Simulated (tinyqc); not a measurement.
Strain: hole subbands of a hard-walled well, four-band Luttinger model.

Hole energies are counted downwards from the unstrained band edge, c = hbar^2/2m0. After the usual block transformation one block is H = [[P + Q - Zs, R - i S], [R + i S, P - Q + Zs]] in (heavy, light), with P +/- Q = c [(g1 +/- g2) k^2 + (g1 -/+ 2 g2) kz^2], R = sqrt(3) c gR k^2, S = 2 sqrt(3) c g3 k kz, kz = -i d/dz; axial approximation gR = (g2 + g3)/2. Zs = b (e_par - e_perp) is the shear part of the strain (the hydrostatic part shifts all levels alike and is left out). Basis sqrt(2/L) sin(n pi z/L), n = 1 to N, for each component: kz^2 gives (n pi/L)^2 and the heavy-light block is R delta_nm - 2 sqrt(3) c g3 k D_nm with D_nm = 4 n m/(L (n^2 - m^2)) for n + m odd, 0 otherwise. The other block has the same levels. The split-off band is left out.

Constants: hbar^2/2m0 = 3.80998211 eV angstrom^2.

Values chosen for the exercise (near those of AlAs; not measured data):
- g1 = 3.76 (Luttinger gamma1)
- g2 = 0.82 (gamma2)
- g3 = 1.42 (gamma3)
- L = 100 angstrom (well width along [001])
- Zlist = (-0.0172, -0.0102, -0.0069, -0.003, 0, 0.0058, 0.0181) eV (shear strain energies (negative: tension in the plane, for b < 0))

N = 20. dE is the rise of the top subband from k = 0 to k1 = pi/(4L), m1 = c k1^2/dE (dash if dE is not positive), and the heavy weight is taken at k = pi/L.

Top subband:

| Zs (eV) | HH1 (meV) | LH1 (meV) | dE (meV) | heavy weight | m1 (m0) |
|---|---|---|---|---|---|
| -0.0172 | 25.2 | 3.1 | 0.328 | 0.117 | 0.717 |
| -0.0102 | 18.2 | 10.1 | 0.171 | 0.206 | 1.377 |
| -0.0069 | 14.9 | 13.4 | -0.012 | 0.283 | - |
| -0.0030 | 11.0 | 17.3 | 0.798 | 0.429 | 0.295 |
| 0.0000 | 8.0 | 20.3 | 0.836 | 0.580 | 0.281 |
| 0.0058 | 2.2 | 26.1 | 0.874 | 0.814 | 0.269 |
| 0.0181 | -10.1 | 38.4 | 0.921 | 0.945 | 0.255 |

HH1 and LH1 cross at Zs = -2 c g2 (pi/L)^2 = -0.0062 eV; for more negative Zs the light hole is on top. Among the rows with HH1 on top, m1 goes from 0.295 to 0.255 m0 as the splitting widens from 6 to 49 meV, against the unmixed 1/(g1 + g2) = 0.218: compression lightens the holes here. A dash marks a top subband whose hole energy at k1 lies below that at k = 0: an electron-like (negative) mass. m1 describes the neighbourhood of k = 0 only; where HH1 and LH1 lie close, the band may peak further out.

Program tinyqc; command `OMP_NUM_THREADS=1 python tinyqc.py 1252092 1252093 out.jsonl`; about 0.2 s on one thread of a shared Intel(R) Xeon(R) Processor @ 2.30GHz.
